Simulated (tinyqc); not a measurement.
# Inputs raised by 10 %, one at a time

Model: Born-Mayer model of an ionic crystal AB. Computed by tinyqc, a small Python program. Command: `OMP_NUM_THREADS=1 python tinyqc.py 3009992 3009993 out.jsonl bornmayer sens`. One thread of a shared host (Intel(R) Xeon(R) Processor @ 2.30GHz), about 0.02 s of CPU time with the checks.

Energies are per ion pair and r is the nearest distance of unlike ions.

Inputs (values chosen for the exercise, for a model salt): ionic charge z = 2; unlike repulsion lambda = 1240 eV; range rho = 0.307 angstrom; like repulsion lambda2 = 2290 eV; dispersion C between like ions = 93 eV angstrom^6; pressure P = 20 GPa.

Structure: caesium chloride. Short range: with like-ion terms.

Constants: e^2/(4 pi eps_0) = 14.39964548 eV angstrom; 1 eV/angstrom^3 = 160.2176634 GPa.

Method:
- Madelung constant M, unlike neighbours z1, like neighbours z2 at f r, volume per pair: rock salt 1.747565, 6, 12, sqrt2, 2 r^3; caesium chloride 1.762675, 8, 6, 2/sqrt3, 8 r^3/(3 sqrt3); zinc blende 1.638055, 4, 12, sqrt(8/3), 16 r^3/(3 sqrt3).
- U(r) = -M z^2 e^2/(4 pi eps_0 r) + z1 lambda exp(-r/rho) + z2 [lambda2 exp(-f r/rho) - C/(f r)^6] (one mean like-ion term for both sublattices).
- Newton steps on g(r) = U'(r), from r = 9 rho: r(new) = r - U'(r)/U''(r), with the move limited to 0.3 angstrom. Where U'' is negative, move 0.3 angstrom downhill. Stop when |U'| is below 1e-9.
- B = U''(r0)/(9 c r0), with the volume written as c r^3.
- With the volume written as c r^3, under pressure take the root at the minimum of the enthalpy and solve U'(r) + 3 c r^2 P = 0; H = U + P V; B = (U'' - 2 U'/r)/(9 c r).

Runs; columns: (1) input moved; (2) from; (3) to; (4) equilibrium distance r0 (angstrom); (5) lattice energy U (eV per pair); (6) bulk modulus B (GPa); (7) volume at P (angstrom^3):
```
(1)                                               (2)     (3)     (4)      (5)     (6)     (7)
base run                                            -       -  2.3670  -37.916  235.83  18.986
unlike repulsion lambda (eV)                     1240    1364  2.3960  -37.492  227.14  19.647
range rho (angstrom)                            0.307  0.3377  2.6761  -33.532  147.62  26.505
like repulsion lambda2 (eV)                      2290    2519  2.3812  -37.734  233.14  19.318
dispersion C between like ions (eV angstrom^6)     93   102.3  2.3599  -38.051  238.51  18.829
ionic charge z                                      2     2.2  2.2949  -47.068  308.21  17.566
```

Exponents ln(y'/y) / ln(x'/x):
```
input                           equilibrium distance r0  lattice energy U  bulk modulus B  volume at P
unlike repulsion lambda                           0.128            -0.118          -0.394        0.359
range rho                                         1.288            -1.289          -4.915        3.500
like repulsion lambda2                            0.063            -0.050          -0.120        0.182
dispersion C between like ions                   -0.031             0.037           0.119       -0.087
ionic charge z                                   -0.325             2.269           2.809       -0.816
```

Among the inputs moved here: equilibrium distance r0 answers most in size to range rho (exponent +1.288), next to ionic charge z (-0.325). Lattice energy U answers most in size to ionic charge z (exponent +2.269), next to range rho (-1.289). Bulk modulus B answers most in size to range rho (exponent -4.915), next to ionic charge z (+2.809). Volume at P answers most in size to range rho (exponent +3.500), next to ionic charge z (-0.816).
